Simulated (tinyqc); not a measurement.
Configuration-coordinate model of carrier capture at a defect, step by step. Values are carried at full precision from step to step, so a last printed digit may differ when a step is redone from the rounded ones.

Two parabolas of equal curvature k in one coordinate Q: with the carrier free at the band edge, U_f = k Q^2/2; with the carrier trapped, U_t = k (Q - dQ)^2/2 - ET. ER = k dQ^2/2, Huang-Rhys factor S = ER/hw, hw = 0.0646541 sqrt(k/M) eV for k in eV/angstrom^2 and M in u. The curves cross at a height Eb = (ER - ET)^2/(4 ER) above the free minimum.

Constants: kB = 8.617333262e-05 eV/K.

Inputs chosen for the exercise (of the size met at an oxide trap near a Si / SiO2 interface; not measured data):
- ET = 0.59 eV (thermal depth of the level below the band edge)
- ER = 1.58 eV (relaxation energy)
- hw = 0.04 eV (phonon energy of the mode)
- M = 40 u (mass of the mode)
- T = 400 K (temperature)
- nu = 1e+11 1/s (attempt rate)

## The two parabolas

Form S, k, dQ, the crossing point Qc = (ER - ET)/(k dQ), Eb, and the emission barrier Eb + ET.

S = 39.500
k = 15.3104 eV/angstrom^2
dQ = 0.4543 angstrom
Qc = 0.1423 angstrom

barriers (eV): capture 0.1551, emission 0.7451

ER > ET: the crossing lies between the two minima (large relaxation); at Q = 0 the trapped level lies above the band edge.

## Optical transitions

Vertical ionisation from the trapped minimum costs ET + ER; vertical capture from the free minimum releases ET - ER (none if negative); the band has a standard deviation sqrt(S hw^2 coth(hw/2kT)) with S = ER/hw, and a full width 2.35482 times that.

energies (eV): ionisation peak 2.170, zero-phonon 0.590, emission peak -0.990

coth(hw/2kT) = 1.9127
standard deviation = 0.3477 eV
full width = 0.8187 eV

Vertical capture would need energy: there is no luminescence peak (at most a tail of the broadened line), and a carrier freed by light must cross the barrier Eb to return or tunnel through it; where tunnelling is slow this gives persistent photoconductivity at low temperature. The optical peak exceeds the thermal depth by a factor 3.68.

## The multiphonon factor

Multiphonon factor for giving p = ET/hw phonons to the lattice: W = exp(-S (2 nb + 1)) ((nb + 1)/nb)^(p/2) I_p(x), nb = 1/(exp(hw/kT) - 1), x = 2 S sqrt(nb (nb + 1)), I_p the modified Bessel function. Classical limit: W = hw exp(-Eb/kT)/sqrt(4 pi ER kT). At T = 0: exp(-S) S^p/Gamma(p + 1).

Form p, nb, x and ln W, the classical ln W, and the capture time 1/(nu W).

p, nb, x: 14.7500  0.4563  64.4020

ln W: quantum -7.284, classical -7.528

capture time = 1.46e-08 s

The quantum factor is 1.28 times the classical one at kT/hw = 0.86: the classical form serves within a factor of e.

## Emission by detailed balance

For equal degeneracies and one band-edge state, emission time = capture time x exp(ET/kT).

ET/kT = 17.117
log10 of the emission time in s = -0.40

## Checks

- Ln W for the nearest whole p against the double Poisson sum over emitted and absorbed phonons: both -7.19709.

Program tinyqc; command `OMP_NUM_THREADS=1 python tinyqc.py 1482873 1482874 out.jsonl`; about 0.01 s on one thread of a shared Intel(R) Xeon(R) Processor @ 2.30GHz.
